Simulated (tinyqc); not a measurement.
As the film thickens, and with more bath resistance: electroplating on a thin resistive seed layer: kinetics, Wagner number and the terminal effect across a wafer. Computed by tinyqc, a small Python program. Command: `OMP_NUM_THREADS=1 python tinyqc.py 3120671 3120672 out.jsonl terminal walk`. One thread of a shared host (Intel(R) Xeon(R) Processor @ 2.30GHz), about 0.02 s of CPU time with the checks.

Current enters the seed at the rim. The bath is treated as a local resistance per area (no lateral flow in the liquid), two electrons per ion, molar volume 7.11 cm^3/mol, Faraday constant F = e N_A, kinematic viscosity 0.01 cm^2/s, omega = 2 pi x rpm/60; k_B T/e is in volts.

Inputs (values chosen for the exercise, of the order of those for copper plating on a thin cobalt or ruthenium seed):
```
quantity                               value         unit
wafer radius R                           7.5           cm
seed thickness t                         130           nm
seed resistivity                          21  microohm cm
bath conductivity kappa                0.076         S/cm
gap to the anode h                       6.1           cm
extra resistance of a porous plate         0     ohm cm^2
exchange current density i_0           0.094      mA/cm^2
cathodic transfer coefficient alpha     0.82            -
mean current density                      29      mA/cm^2
diffusivity of the metal ion         5.1e-06       cm^2/s
metal ion concentration                 0.76        mol/L
rotation rate                             60          rpm
temperature T                            298            K
```

Constants: e = 1.602176634e-19 C; N_A = 6.02214076e+23 1/mol; k_B = 8.617333262e-05 eV/K.

Method:
- Growth rate = i V_m/(2 F). Levich limit i_L = 0.62 x 2 F D^(2/3) omega^(1/2) nu^(-1/6) c. Tafel overpotential eta = (k_B T/(alpha e)) ln(i/i_0); kinetic resistance k_B T/(alpha e i); bath resistance h/kappa + plate; R_s = resistivity/t; Wagner number = kinetic resistance x kappa/R.
- Full model: seed potential phi(r) with (1/r)(r phi')' = R_s i, where i solves phi = R_b i + (k_B T/(alpha e)) ln(i/i_0) (phi being the driving voltage left at r); phi'(0) = 0 and phi'(R) = R_s i_mean R/2. Solved by collocation to a tolerance of 1e-7.
- The film is taken as uniform, with the seed resistivity; the last column adds 100 ohm cm^2 to R_b. Extra power of that plate = i^2 x 100 ohm cm^2 x area.

sheet resistance R_s = 1.61538 ohm/square

bath resistance R_b = 80.2632 ohm cm^2

Edge over centre:
```
thickness (nm)  R_s (ohm/square)  as given  with 100 ohm cm^2 more
130                       1.6154    1.2993                  1.1292
195                       1.0769    1.1950                  1.0853
260                       0.8077    1.1446                  1.0636
390                       0.5385    1.0953                  1.0422
650                       0.3231    1.0566                  1.0252
1300                      0.1615    1.0281                  1.0126
2600                      0.0808    1.0140                  1.0063
```

extra power = 14.862 W

The ratio falls below 1.1 from 390 nm on as given, and from 195 nm on with the added resistance: what counts is R_s R^2 against the sum of kinetic and bath resistance.
